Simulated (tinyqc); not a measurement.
Gas flow in a process chamber: flow regimes, conductance, effective pumping speed, pump-down, outgassing and purge. Inputs raised by 10 %, one at a time. Computed by tinyqc, a small Python program. Command: `OMP_NUM_THREADS=1 python tinyqc.py 3121096 3121097 out.jsonl pump sens`. One thread of a shared host (Intel(R) Xeon(R) Processor @ 2.30GHz), about 0.01 s of CPU time with the checks.

Ideal gas, isothermal flow, a pump of constant speed at the end of a round pipe; process gas, volume gas and outgassing are given the same properties. 1 sccm = 101325 Pa x 1e-6 m^3/60 s x T/273.15 K.

Inputs (values chosen for the exercise, modelled on water vapour near room temperature):
```
quantity                     value            unit
molar mass M                 18.02           g/mol
molecular diameter            0.46              nm
viscosity eta                  9.9   micropascal s
temperature T                  350               K
chamber volume V                57               L
wall area                      4.2             m^2
pipe diameter d                 25              cm
pipe length l                  110              cm
pump speed S                  3200             L/s
process gas flow                26            sccm
outgassing rate after 1 h  2.8e-06  Pa m^3/(s m^2)
outgassing exponent n          1.2               -
target base pressure        0.0002              Pa
```

Constants: k_B = 1.380649e-23 J/K; u = 1.6605390666e-27 kg.

Method:
- Mean speed c = sqrt(8 k_B T/(pi m)); aperture conductance C_a = c pi d^2/16; molecular pipe C_m = C_a/(1 + 3 l/(4 d)) (Dushman form); viscous pipe C_v = pi d^4 p_mean/(128 eta l); Knudsen interpolation C = C_v + C_m (1 + x)/(1 + 1.24 x), x = d p_mean sqrt(m/(k_B T))/eta.
- Effective speed 1/S_eff = 1/S + 1/C_m; time constant V/S_eff; pressure at which the free path k_B T/(sqrt2 pi d_m^2 p) equals d.
- Steady flow: the pump inlet is at p_2 = Q/S, and the chamber pressure p_1 solves Q = C((p_1 + p_2)/2) (p_1 - p_2). Residence time = p_1 V/Q.
- Knudsen number = free path at the mean pressure over d.
- From the outgassing limit: t = 1 h x (q_1 A/(S_eff p_target))^(1/n) - 10 s; monolayer time at the target = 1e19 m^-2 x 4 k_B T/(p c) for unit sticking.

Runs; columns: (1) input moved; (2) from; (3) to; (4) chamber pressure p_1 (Pa); (5) S_eff in molecular flow (L/s); (6) residence time (s); (7) time to the target (h):
```
(1)                                             (2)       (3)       (4)     (5)       (6)      (7)
base run                                          -         -  0.047773  1164.3  0.048400  0.08029
molar mass M (g/mol)                          18.02    19.822  0.048993  1129.2  0.049637  0.08243
chamber volume V (L)                             57      62.7  0.047773  1164.3  0.053240  0.08029
pipe diameter d (cm)                             25      27.5  0.040759  1365.1  0.041294  0.06998
pipe length l (cm)                              110       121  0.050066  1110.1  0.050724  0.08366
pump speed S (L/s)                             3200      3520  0.046336  1204.1  0.046945  0.07799
outgassing rate after 1 h (Pa m^3/(s m^2))  2.8e-06  3.08e-06  0.047773  1164.3  0.048400  0.08716
outgassing exponent n                           1.2      1.32  0.047773  1164.3  0.048400  0.10137
```

Exponents ln(y'/y) / ln(x'/x):
```
input                      chamber pressure p_1  S_eff in molecular flow  residence time  time to the target
molar mass M                              0.265                   -0.321           0.265               0.276
chamber volume V                          0.000                    0.000           1.000               0.000
pipe diameter d                          -1.666                    1.669          -1.666              -1.443
pipe length l                             0.492                   -0.500           0.492               0.431
pump speed S                             -0.320                    0.353          -0.320              -0.304
outgassing rate after 1 h                 0.000                    0.000           0.000               0.861
outgassing exponent n                     0.000                    0.000           0.000               2.446
```

To which inputs is each result most sensitive?

Among the inputs moved here: chamber pressure p_1 answers most in size to pipe diameter d (exponent -1.666), next to pipe length l (+0.492); its exponent is below 0.0005 for chamber volume V, outgassing rate after 1 h, outgassing exponent n. S_eff in molecular flow answers most in size to pipe diameter d (exponent +1.669), next to pipe length l (-0.500); its exponent is below 0.0005 for chamber volume V, outgassing rate after 1 h, outgassing exponent n. Residence time answers most in size to pipe diameter d (exponent -1.666), next to chamber volume V (+1.000); its exponent is below 0.0005 for outgassing rate after 1 h, outgassing exponent n. Time to the target answers most in size to outgassing exponent n (exponent +2.446), next to pipe diameter d (-1.443); its exponent is below 0.0005 for chamber volume V.
